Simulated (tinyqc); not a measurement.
Inputs raised by 10 %, one at a time: deep-level transient spectroscopy (DLTS) of one majority-carrier trap. Computed by tinyqc, a small Python program. Command: `OMP_NUM_THREADS=1 python tinyqc.py 3007690 3007691 out.jsonl dlts sens`. One thread of a shared host (Intel(R) Xeon(R) Processor @ 2.30GHz), about 0.1 s of CPU time with the checks.

A filling pulse loads the traps in a one-sided junction; under reverse bias they empty at the rate e, and the capacitance relaxes as C(t) = C_0 - dC exp(-e t). The signal is S = [C(t_2) - C(t_1)]/dC.

Inputs (values chosen for the exercise, with mass and screening modelled on silicon):
```
quantity                    value   unit
density-of-states mass m     0.33    m_0
valleys M                       6      -
trap depth E_t              0.335     eV
cross-section sigma_0     6.2e-17   cm^2
degeneracy ratio g              1      -
gate time t_1                0.01      s
ratio t_2/t_1                  10      -
temperature T                 222      K
doping N                  2.2e+15  cm^-3
trap density N_t          3.3e+12  cm^-3
dielectric constant eps      11.5      -
built-in voltage V_b         0.77      V
reverse bias V_r              4.2      V
diode area                 0.0081   cm^2
```

Carriers: electrons. Extra term: none.

Constants: k_B = 8.617333262e-05 eV/K; k_B = 1.380649e-23 J/K; m_0 = 9.1093837015e-31 kg; h = 6.62607015e-34 J s; eps_0 = 8.8541878128e-12 F/m; e = 1.602176634e-19 C.

Method:
- e = g sigma v N_b exp(-E/k_B T), v = sqrt(3 k_B T/m), N_b = 2 M (2 pi m k_B T/h^2)^(3/2), sigma = sigma_0, E = E_t.
- S(e) = exp(-e t_1) - exp(-e t_2) peaks at the rate window e_0 = ln(t_2/t_1)/(t_2 - t_1).
- T_p solves e(T) = e_0 (bisection between 15 and 1500 K); the half-height points solve S = S_max/2 on either side.
- W = sqrt(2 eps eps_0 (V_b + V_r)/(e N)), C_0 = eps eps_0 area/W. The pulse goes to zero bias, W_0 = W(V_r = 0). Traps within lambda = sqrt(2 eps eps_0 (E_t - E_F)/(e^2 N)) of the depletion edge stay filled, with E_F = k_B T_p ln(N_b/N) from the band, N_b = 2 M (2 pi m k_B T_p/h^2)^(3/2) (dopants taken as fully ionised). dC = C_0 (N_t/2N) f, f = [(W - lambda)^2 - max(W_0 - lambda, 0)^2]/W^2. The simple estimate is 2 N dC/C_0.

Runs:
```
input moved                        from        to  peak temperature T_p (K)  transient amplitude dC (fF)  C_0 (pF)  emission rate e (1/s)
base run                              -         -                     192.7                        22.22     48.67                  489.1
trap depth E_t (eV)               0.335    0.3685                     210.1                        21.82     48.67                   84.9
cross-section sigma_0 (cm^2)    6.2e-17  6.82e-17                     191.8                        22.20     48.67                  538.1
ratio t_2/t_1                        10        11                     192.1                        22.21     48.67                  489.1
density-of-states mass m (m_0)     0.33     0.363                     191.8                        22.26     48.67                  538.1
doping N (cm^-3)                2.2e+15  2.42e+15                     192.7                        21.15     51.05                  489.1
trap density N_t (cm^-3)        3.3e+12  3.63e+12                     192.7                        24.44     48.67                  489.1
reverse bias V_r (V)                4.2      4.62                     192.7                        21.88     46.74                  489.1
```

Exponents ln(y'/y) / ln(x'/x):
```
input                     peak temperature T_p  transient amplitude dC     C_0  emission rate e
trap depth E_t                           0.910                  -0.190   0.000          -18.373
cross-section sigma_0                   -0.045                  -0.008   0.000            1.000
ratio t_2/t_1                           -0.031                  -0.005   0.000            0.000
density-of-states mass m                -0.045                   0.018   0.000            1.000
doping N                                 0.000                  -0.517   0.500            0.000
trap density N_t                         0.000                   1.000   0.000            0.000
reverse bias V_r                         0.000                  -0.160  -0.426            0.000
```

Among the inputs moved here: peak temperature T_p answers most in size to trap depth E_t (exponent +0.910), next to cross-section sigma_0 (-0.045); its exponent is below 0.0005 for doping N, trap density N_t, reverse bias V_r. Transient amplitude dC answers most in size to trap density N_t (exponent +1.000), next to doping N (-0.517). Its exponent +1.000 in trap density N_t: dC is linear in N_t. C_0 answers most in size to doping N (exponent +0.500), next to reverse bias V_r (-0.426); its exponent is below 0.0005 for trap depth E_t, cross-section sigma_0, ratio t_2/t_1, density-of-states mass m, trap density N_t. Its exponent +0.500 in doping N: C goes as sqrt(N). Emission rate e answers most in size to trap depth E_t (exponent -18.373), next to cross-section sigma_0 (+1.000); its exponent is below 0.0005 for ratio t_2/t_1, doping N, trap density N_t, reverse bias V_r. Its exponent +1.000 in cross-section sigma_0: e is linear in sigma. Its exponent +1.000 in density-of-states mass m: v N_b goes as m^(-1/2) m^(3/2).

Extremes, crossings and ranges named in words are read from the listed rows.
